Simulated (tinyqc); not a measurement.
Implant damage, amorphisation by cascade overlap, and solid-phase epitaxial regrowth. From temperature at which regrowth ends back to regrowth energy E_a. Computed by tinyqc, a small Python program. Command: `OMP_NUM_THREADS=1 python tinyqc.py 3111055 3111056 out.jsonl sper inv`. One thread of a shared host (Intel(R) Xeon(R) Processor @ 2.30GHz), about 0.05 s of CPU time with the checks.

Range and width of the damage are inputs. Dynamic annealing enters only through the surviving share f.

Inputs (values chosen for the exercise, modelled on arsenic ions in germanium):
```
quantity                           value    unit
atomic density N                    44.2  1/nm^3
ion Z1                                33       -
ion mass M1                         74.9       u
target Z2                             32       -
target mass M2                     72.63       u
ion energy E                          87     keV
displacement energy E_d               16      eV
depth of the damage peak R_d          42      nm
width of the damage profile s_d       22      nm
share of defects that survive f     0.74       -
critical displaced share x_c        0.18       -
dose Q                           4.6e+14  1/cm^2
regrowth prefactor v0            3.1e+16    nm/s
anneal temperature                   318       C
rate relative to (100)                 1       -
peak enhancement by the dopant       6.2       -
ramp rate                            3.8     K/s
```

Constants: a_0 = 0.529177210903 angstrom; e^2/(4 pi eps_0) = 14.39964548 eV angstrom; k_B = 8.617333262e-05 eV/K.

Method:
- Robinson partition: eps = E a M2/(Z1 Z2 (e^2/(4 pi eps_0)) (M1 + M2)), a = 0.8853 a_0/sqrt(Z1^(2/3) + Z2^(2/3)); k = 0.0793 Z1^(2/3) Z2^(1/2) (M1 + M2)^(3/2)/((Z1^(2/3) + Z2^(2/3))^(3/4) M1^(3/2) M2^(1/2)); damage energy T_d = E/(1 + k (eps + 0.40244 eps^(3/4) + 3.4008 eps^(1/6))); displacements nu = 0.8 T_d/(2 E_d).
- Displaced share x(z) = f nu Q exp(-(z - R_d)^2/(2 s_d^2))/(sqrt(2 pi) s_d N); the layer is amorphous where x > x_c, between R_d -/+ s_d sqrt(2 ln(x_max/x_c)), the upper edge being cut at the surface. Threshold dose Q_c = Q x_c/x_max.
- v = v0 x orientation factor x exp(-E_a/(k_B T)) x [1 + (enhancement - 1) exp(-(z - R_d)^2/(2 s_d^2))], T = anneal temperature + 273.15 K; the dopant is taken to follow the damage profile; the lower front moves from the lower edge z2 to the surface, or to the middle (z1 + z2)/2 of a buried layer with upper edge z1; time = int dz/v; the equivalent undoped distance is that time times the undoped velocity.
- On a linear ramp from 200 C regrowth ends at the T_f where int v_undoped dT/(ramp rate) equals the equivalent undoped distance.

Question. A run gave the result below. Find the regrowth energy E_a, known to lie between 2 and 2.7 eV.

temperature at which regrowth ends = 439.9439 C

Answer.

Each step takes the trial c = (a f_b - b f_a)/(f_b - f_a), f being the result less the target and a, b, c the logarithms of the listed values; c replaces end b, the old b replaces a if the sign of f changed, and otherwise f_a is halved.

Scan of the range:
```
regrowth energy E_a (eV)  temperature at which regrowth ends (C)
2.00                                                     368.503
2.10                                                     399.724
2.21                                                     434.024
2.32                                                     468.280
2.44                                                     505.603
2.57                                                     545.985
2.70                                                     586.314
```

False position (Illinois rule, in the logarithm of the input) inside the bracket:
```
step    end a    end b    trial  temperature at which regrowth ends (C)
1     2.21000  2.32000  2.22863                                 439.829
2     2.32000  2.22863  2.22899                                 439.942
3     2.32000  2.22899  2.22901                                 439.946
4     2.22899  2.22901  2.22900                                 439.944
```

Temperature at which regrowth ends rises at every point of a 13-point scan of the range (every second point is shown), so one value fits; it is bracketed by 2.21 and 2.32. Answer: regrowth energy E_a = 2.229 eV.
